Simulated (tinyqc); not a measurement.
# Hoppings from the band edges

Question. A dimerised chain has bands +/- sqrt(dl^2 + t1^2 + t2^2 + 2 t1 t2 cos k). Its semi-infinite form starts with the bond t1 and has no state bound to its end; such a state exists only for t1 < t2. Find t1 and t2.

Parameters, values chosen for the exercise:
```
symbol  value  unit                             meaning
dl          0    eV  site energy, +dl on A and -dl on B
```

bottom and top of the upper band (eV): [0.33, 2.33]

Answer. The top gives t1 + t2 = sqrt(E^2 - dl^2) and the bottom |t1 - t2|; the end state decides which is larger.

t1 = 1.33 eV
t2 = 1.00 eV

Numbers from tinyqc (`OMP_NUM_THREADS=1 python tinyqc.py 2680030 2680031 out.jsonl`; about 0.01 s on one thread of a shared Intel Xeon 2.30GHz).
